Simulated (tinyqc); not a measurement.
Moment against band filling: Stoner model of a band ferromagnet.

Density of states per atom and spin: semi-elliptic, D(e) = (8 M/(pi W^2)) sqrt(W^2/4 - e^2). Levels e -/+ I m/2 for up and down spin, m = n_up - n_down, n_up + n_down = nd. At zero temperature e(N) is the energy below which N states lie, and E(m) = sum over spins of integral e D de - I m^2/4.

Values chosen for the exercise: W = 3.5 eV (band width, e from -W/2 to W/2); M = 5 (states per atom and spin); I = 0.48 eV (Stoner parameter).

Rigid band, I fixed: a Slater-Pauling curve.

Results:

| nd | I D(EF) | m (muB) | m_max |
|---|---|---|---|
| 3.0 | 0.827 | 0.000 | 3.0 |
| 4.0 | 0.862 | 0.000 | 4.0 |
| 5.0 | 0.873 | 0.000 | 5.0 |
| 6.0 | 0.862 | 0.000 | 4.0 |
| 6.5 | 0.848 | 0.000 | 3.5 |
| 7.0 | 0.827 | 0.000 | 3.0 |
| 7.5 | 0.799 | 0.000 | 2.5 |
| 8.0 | 0.760 | 0.000 | 2.0 |
| 8.5 | 0.708 | 0.000 | 1.5 |
| 9.0 | 0.634 | 0.000 | 1.0 |
| 9.5 | 0.518 | 0.000 | 0.5 |

What does the comparison show?

No listed filling is magnetic. No listed filling is saturated.

Run: tinyqc, `OMP_NUM_THREADS=1 python tinyqc.py 1650543 1650544 out.jsonl`; Intel(R) Xeon(R) Processor @ 2.30GHz, one thread, shared host; about 0.2 s of CPU time with all checks.
